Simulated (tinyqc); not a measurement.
Band bending at a free surface with a continuum of surface states, surface photovoltage and Kelvin probe: one step of the calculation.

n-type bulk, xi = Ec - EF = Vt ln(Nc/Nd), p0 = ni^2/Nd, ni = sqrt(Nc Nv) exp(-Eg/(2 Vt)), Eg in volts. b is the upward band bending, u = b/Vt. Space charge per area, in units of q: Qc = sign(b) sqrt((2 eps0 eps_r Vt/q) [(Nd + dn)(exp(-u) - 1) + Nd u + (p0 + dn)(exp(u) - 1)]), with dn the excess density under light (flat quasi-Fermi levels; 0 in the dark). The states hold -Ds (E0 - xi - b): negative while the Fermi level lies above the neutrality level. Neutrality: Qc + Qf + (charge of the states) = 0.

Task. Bulk quantities. xi, ni, p0, the Debye length sqrt(eps0 eps_r Vt/(q Nd)) and the flat-band work function chi + xi.

Inputs (values chosen for the exercise); band and dielectric values those of a made-up semiconductor: temperature T = 350 K; band gap Eg = 1.27 eV; relative permittivity eps_r = 12.4; conduction-band density of states at T Nc = 3.6e19 cm^-3; valence-band density of states at T Nv = 2.75e19 cm^-3; electron affinity chi = 4.49 eV; donor density Nd = 7.1e16 cm^-3.

Constants: q = 1.602176634e-19 C, kB = 1.380649e-23 J/K, Vt = kB T/q, eps0 = 8.8541878128e-14 F/cm where lengths are in cm. Results are converted to the units shown.

Find: xi; ni; p0; Debye length; chi + xi.

Result.

xi = 0.1879 eV
ni = 2.261e10 cm^-3
p0 = 7198 cm^-3
Debye length = 17.06 nm
chi + xi = 4.678 eV

Program tinyqc, `OMP_NUM_THREADS=1 python tinyqc.py 2430024 2430025 out.jsonl`; Intel Xeon 2.30GHz, shared host, one thread, about 0.01 s.
